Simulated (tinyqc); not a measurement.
# Octagonal on-chip spiral inductor, lumped pi model: effect of the metal thickness

Outer diameter do = di + 2 n wd + 2 (n - 1) sp, mean da = (do + di)/2, fill p = (do - di)/(do + di), length l = 3.314 n da. L = 2.25 mu0 n^2 da/(1 + 3.55 p), mu0 = 4 pi 1e-7 H/m. Rs = rho l/(wd delta (1 - exp(-th/delta))), delta = sqrt(rho/(pi f mu0)). Cs = n wd^2 eps0 eo/hu across the coil. At each end Cox = l wd eps0 eo/(2 ho) leads to the substrate branch Rsi = 2 rs he/(l wd) in parallel with Csi = l wd eps0 11.7/(2 he). With one end grounded Y = 1/(Rs + i w L) + i w Cs + 1/[1/(i w Cox) + 1/(1/Rsi + i w Csi)], w = 2 pi f; Q = -Im Y/Re Y. Eddy currents in neighbouring turns and in the substrate are left out.

Peak Q and its frequency from a search over f; self-resonance where Im Y = 0; Q at the given f (negative beyond resonance).

Inputs (values chosen for the exercise); values of the order met in silicon radio-frequency processes: number of turns n = 1.5; line width wd = 6 um; space between turns sp = 3 um; inner diameter di = 40 um; metal resistivity rho = 3 uohm cm; oxide below the coil ho = 7 um; oxide between coil and underpass hu = 1 um; relative permittivity of the oxide eo = 4.1; substrate resistivity rs = 10 ohm cm; effective spreading depth in the substrate he = 50 um; frequency f = 8.2 GHz.

Constants: eps0 = 8.8541878128e-12 F/m. Results are converted to the units shown.

The same in every row: L (nH) = 0.1848; do (um) = 61.00.

Effect of the metal thickness:
```
th (um)  peak Q  f of the peak (GHz)  self-resonance (GHz)  Q at f
0.5       14.00                90.58                 211.0   2.947
0.9       16.01                82.42                 211.0   4.416
1.5       16.68                77.85                 211.0   5.736
2         16.78                76.77                 211.0   6.354
3         16.81                76.39                 211.0   6.939
4         16.81                76.37                 211.0   7.146
6         16.81                76.37                 211.0   7.245
9         16.81                76.37                 211.0   7.259
```

As th goes from 0.5 to 9, L stays at 0.185 nH, the peak Q rises from 14.0 to 16.8, its frequency falls from 90.6 to 76.4 GHz and the self-resonance stays near 211 GHz. Once th exceeds a few skin depths Rs no longer falls.

Program tinyqc, `OMP_NUM_THREADS=1 python tinyqc.py 2302175 2302176 out.jsonl`; Intel Xeon 2.30GHz, shared host, one thread, about 0.01 s.
